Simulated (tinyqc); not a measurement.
Debye-Callaway model of lattice thermal conductivity: one step, computed by the program tinyqc.

Three acoustic branches with one velocity v, cut at omega_D = k_B Theta/hbar; x = hbar omega/(k_B T). v and Theta are separate inputs: Theta cuts off the heat-carrying modes, so C need not reach 3 k_B/V. gamma is an effective value that sets the umklapp rate. Heat flows along the film.

Question. The integrand on a coarse grid. Rates: point defects A omega^4; umklapp B omega^2 T exp(-Theta/(b T)) with B = hbar gamma^2/(M v^2 Theta); normal processes f_N B omega^2 T (T/Theta)^2. Film: the bulk time tau of each mode, from the resistive rates above, is multiplied by the Fuchs-Sondheimer factor F = (3/2) int_0^1 (1 - u^2) [1 - (1 - p) (u/d) (1 - E)/(1 - p E)] du, with E = exp(-d/u), d = t/(v tau), by 48 Gauss-Legendre points in z with u = z^4; the boundary rate is defined as 1/(F tau) - 1/tau. x runs in ten equal steps to min(Theta/T, 12); g = x^4 e^x/(e^x - 1)^2; tau_C is the inverse of all rates summed; the last column is c tau_C g with c = (k_B/(2 pi^2 v)) (k_B T/hbar)^3.

Inputs (values chosen for the exercise, modelled on silicon):
```
quantity                              value        unit
sound velocity v                       6560         m/s
Debye temperature Theta                 649           K
mean atomic mass M                    28.09           u
effective Grueneisen parameter gamma    2.3           -
umklapp exponent divisor b              2.5           -
film thickness t                       0.64  micrometre
specularity p                           0.6           -
normal-process factor f_N               1.6           -
temperature T                            20           K
```

Sample: film. Point defects: alloy. Normal processes: included.

Rayleigh coefficient A = 2.811675e-43 s^3

Constants: k_B = 1.380649e-23 J/K; hbar = 1.054571817e-34 J s; u = 1.6605390666e-27 kg.

Give: Integrand.

Answer.

Integrand:
```
x         g  tau_C (s)  c tau_C g (W/(m K))
1.2   1.279  1.393e-09            3.410e+00
2.4   3.640  6.214e-10            4.330e+00
3.6   4.851  2.678e-10            2.487e+00
4.8   4.441  1.154e-10            9.812e-01
6.0   3.228  5.326e-11            3.291e-01
7.2   2.009  2.694e-11            1.036e-01
8.4   1.120  1.484e-11            3.182e-02
9.6   0.575  8.786e-12            9.675e-03
10.8  0.278  5.514e-12            2.929e-03
12.0  0.127  3.628e-12            8.848e-04
```

Among these rows the integrand is largest at x = 2.40.
